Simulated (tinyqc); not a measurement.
# FinFET, parasitic resistance, capacitance and delay: effect of the fin height

Nf fins under one contact; each has gated perimeter p = 2 Hf + Wf and cross-section A = Hf Wf; contact width Wc = Nf pf, stack height Hs = Hf. Contact length Lc = CPP - Lg - 2 Lsp, shared by two neighbouring gates. Source and drain sides are equal. The formulas are first-order estimates, not field solutions.

Epitaxy sheet resistance Rsh = re/te, transfer length LT = sqrt(rc/Rsh), contact Rc = [sqrt(rc Rsh)/Wc] coth(Lc/(2 LT)); extension of one fin Rx = rx Lsp/A. With N fins: gate Cg = Cinv p N Lg; per side, plate Cp = ks eps0 [Wc (Hs + Hc) - N A]/Lsp, top fringe Cf = (2/pi) ks eps0 Wc ln(1 + Lg/(2 Lsp)), overlap Co = Cinv p N Lov. One fin: I = p Q vx u/(1 + |u|^1.8)^(1/1.8), Q = Cinv n Vt ln(1 + exp((Vg' - VT + dl Vd')/(n Vt))), u = Vd' mu/(vx Lg), Vg' = Vgs - v, Vd' = Vds - 2 v, with the drop on each side v = Rc (sum of I) + Rx I. Ieff = [I(Vgs = Vdd, Vds = Vdd/2) + I(Vdd/2, Vdd)]/2, total currents. With Cs = Cp + Cf + Co, the load of an inverter of two such devices driving an equal one is CL = 2 (Cg + 2 Cs) + 4 Cs + Cw (own drains counted twice for the Miller effect); delay CL Vdd/(2 Ieff).

Inputs (values chosen for the exercise); values close to those of silicon logic devices:
```
symbol,value,unit,meaning
T,300,K,temperature
Nf,3,,number of fins
Wf,5,nm,fin width
pf,27,nm,fin pitch
CPP,60,nm,contacted gate pitch
Lg,20,nm,gate length
Lsp,6,nm,spacer length
ks,4.5,,relative permittivity of the spacer
Hc,30,nm,gate height above the channel stack
rc,7.4e-10,ohm cm^2,contact resistivity
re,0.0004,ohm cm,resistivity of the source-drain epitaxy
te,15,nm,current-carrying depth of the epitaxy
rx,0.0019,ohm cm,resistivity of the extension
Lov,1,nm,gate overlap
Cinv,3.2,uF/cm^2,inversion capacitance
vx,9e6,cm/s,injection velocity
mu,200,cm^2/(V s),apparent mobility
VT,0.26,V,threshold at zero drain voltage
dl,0.04,V/V,barrier lowering
n,1.09,,subthreshold factor
Cw,0.28,fF,wire load
Vdd,0.65,V,supply voltage
```

Constants: q = 1.602176634e-19 C, kB = 1.380649e-23 J/K, eps0 = 8.8541878128e-12 F/m, Vt = kB T/q. Results are converted to the units shown.

The same in every row: Rc (ohm) = 79.94.

Effect of the fin height:

| Hf (nm) | Rx/N (ohm) | Ieff (uA) | CL (aF) | delay (ps) |
|---|---|---|---|---|
| 20 | 380.0 | 74.97 | 702.7 | 3.046 |
| 30 | 253.3 | 107.3 | 829.9 | 2.514 |
| 40 | 190.0 | 138.6 | 957.1 | 2.244 |
| 50 | 152.0 | 169.0 | 1084 | 2.086 |
| 60 | 126.7 | 198.4 | 1212 | 1.985 |
| 70 | 108.6 | 226.9 | 1339 | 1.918 |
| 80 | 95.00 | 254.5 | 1466 | 1.872 |
| 90 | 84.44 | 281.3 | 1593 | 1.841 |

As Hf goes from 20 to 90 nm, Ieff rises from 75.0 to 281 uA, CL rises from 703 to 1590 aF and the delay falls from 3.05 to 1.84 ps. From the first row to the last Ieff grows by a factor of 3.75 and CL by 2.27; the first step changes the delay by -17 %, the last by -1.7 %.

Numbers from tinyqc (`OMP_NUM_THREADS=1 python tinyqc.py 2170034 2170035 out.jsonl`; about 0.03 s on one thread of a shared Intel Xeon 2.30GHz).
